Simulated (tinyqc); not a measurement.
Liquidus of a compound AB in a simple-solution melt, liquid-phase epitaxy and vapour pressures: one step, computed by the program tinyqc.

x is the atom fraction of B in the melt. The melt is a simple solution: R T ln gamma_B = W (1 - x)^2, R T ln gamma_A = W x^2, W = a + b T. The solid AB is stoichiometric.

Question. Vapour pressures and congruent evaporation. Liquidus (Vieland): f(x) = R T ln[4 x (1 - x)] + 2 W (1/2 - x)^2 + S_F (T_F - T) = 0. Over the A-rich liquidus: p_A = gamma_A (1 - x) exp(S_A/R - H_A/(R T)), p_B2 = [gamma_B x exp(S_B/R - H_B/(R T))]^2, in bar. Free evaporation is congruent while the A flux over this liquidus is at least the B flux; with A and B2 taken as equal in mass for the estimate, T_c solves p_A = 2 p_B2.

Inputs (values chosen for the exercise, for a model compound):

| quantity | value | unit |
|---|---|---|
| melting point T_F | 1733 | K |
| entropy of fusion S_F | 68.3 | J/(mol K) |
| interaction a | 14 | kJ/mol |
| interaction slope b | -24.6 | J/(mol K) |
| saturation temperature T | 1103 | K |
| heat of evaporation of A | 241 | kJ/mol |
| entropy of evaporation of A | 112 | J/(mol K) |
| heat of evaporation of B as (1/2) B2 | 72.8 | kJ/mol |
| entropy of evaporation of B as (1/2) B2 | 66.2 | J/(mol K) |

Constants: R = 8.314462618 J/(mol K).

Give: log10 p_A; log10 p_B2; congruent temperature T_c.

Answer.

log10 p_A = -5.565

log10 p_B2 = -5.877

congruent temperature T_c = 1105 K

T is below T_c: the surface evaporates congruently and no droplets form.
